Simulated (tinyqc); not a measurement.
# Changing the optical or intervalley deformation potential D_o

Model: hot carriers by balance equations with a heated Maxwellian. Computed by tinyqc, a small Python program. Command: `OMP_NUM_THREADS=1 python tinyqc.py 3020707 3020708 out.jsonl hot sweep`. One thread of a shared host (Intel(R) Xeon(R) Processor @ 2.30GHz), about 0.06 s of CPU time with the checks.

The carriers follow a Maxwellian at an electron temperature T_e, slightly displaced; the drift energy is neglected against k_B T_e. The balance averages the rate, not the time, so mu_0 lies below the relaxation-time value.

Inputs (values chosen for the exercise, modelled on electrons in diamond):
```
quantity,value,unit
effective mass m,0.486,m_0
density rho,3515,kg/m^3
sound velocity v_l,18700,m/s
acoustic deformation potential D_A,8.9,eV
phonon energy hbar w,141,meV
final valleys Z_f,5,-
lattice temperature T,300,K
electric field F,12,kV/cm
mixing,0.2,-
iteration cap,300,-
```

Band: parabolic. Solver: damped fixed point.

Constants: k_B = 8.617333262e-05 eV/K; k_B = 1.380649e-23 J/K; e = 1.602176634e-19 C; hbar = 1.054571817e-34 J s; m_0 = 9.1093837015e-31 kg; hbar = 6.582119569e-16 eV s.

Method:
- Parabolic band: E = hbar^2 k^2/(2 m), speed v = hbar k/m, states per spin, volume and energy g(E) = m k/(2 pi^2 hbar^2). Masses are multiplied by m_0 and all formulas are in SI units.
- Phonon occupation N_q = 1/(exp(hbar w/(k_B T)) - 1).
- Acoustic deformation potential (elastic, equipartition, absorption and emission together): 1/tau = 2 pi k_B T D_A^2 g(E)/(hbar rho v_l^2).
- Optical or intervalley deformation potential: 1/tau = (pi Z_f D_o^2/(rho w)) [N_q g(E + hbar w) + (N_q + 1) g(E - hbar w)], with g = 0 below the band edge.
- Averages over the Maxwellian, <y> = int y x^(1/2) exp(-x) dx / int x^(1/2) exp(-x) dx with x = E/(k_B T_e), split at x_0 = hbar w/(k_B T_e): 64 Gauss-Legendre points in sqrt(x) below it and 128 in sqrt(x - x_0) above it, up to x = 32. Momentum balance: mu(T_e) = e/(m nu), nu = <x (sum of rates)>/<x>. Power lost per carrier: P(T_e) = hbar w <emission rate - absorption rate> + <(2 m v_l^2/(k_B T)) (E - 2 k_B T) acoustic rate>.
- Energy relaxation time at weak heating: tau_E = (3/2) k_B / (dP/dT_e), the derivative by a central difference of +/- 0.5 K at T_e = T.
- Fixed point: T_out = T + (T_e - T) e mu(T_e) F^2/P(T_e), T_new = T_e + mixing (T_out - T_e).
- Start at T_e = 1.5 T; stop when T_e moves by less than 1e-6 K or exceeds 1e6 K.
- v = mu(T_e) F; warm-carrier coefficient (mu/mu_0 - 1)/F^2.

One run for each value:
```
optical or intervalley deformation potential D_o (1e8 eV/cm),drift velocity (1e7 cm/s),electron temperature T_e (K),energy relaxation time tau_E (ps),low-field mobility mu_0 (cm^2/(V s))
1.5,1.315,4043,11.85,5024
2.2,1.292,2842,8.31,4952
3.2,1.275,1758,5.12,4808
4.7,1.233,1090,2.78,4520
6.9,1.163,747,1.40,4004
10.0,1.078,564,0.69,3244
15.0,0.964,445,0.31,2233
```

Describe the trends.

Over the rows, drift velocity (1e7 cm/s) falls from 1.32 to 0.964 (exponent d ln y / d ln x -0.047 between the first rows and -0.28 between the last); electron temperature T_e (K) falls from 4040 to 445 (exponent d ln y / d ln x -0.92 between the first rows and -0.58 between the last); energy relaxation time tau_E (ps) falls from 11.8 to 0.315 (exponent d ln y / d ln x -0.93 between the first rows and -1.9 between the last).  Left out: 1.00 (T_e far beyond the range of the model).

Caution (rows 1.50, 2.20, 3.20): k_B T_e exceeds 0.12 eV, where non-parabolicity and a non-Maxwellian tail matter. Caution (rows 4.70, 6.90, 10.0, 15.0): the drift energy m v^2/2 is not small against the heating (3/2) k_B (T_e - T), so T_e - T is rough.
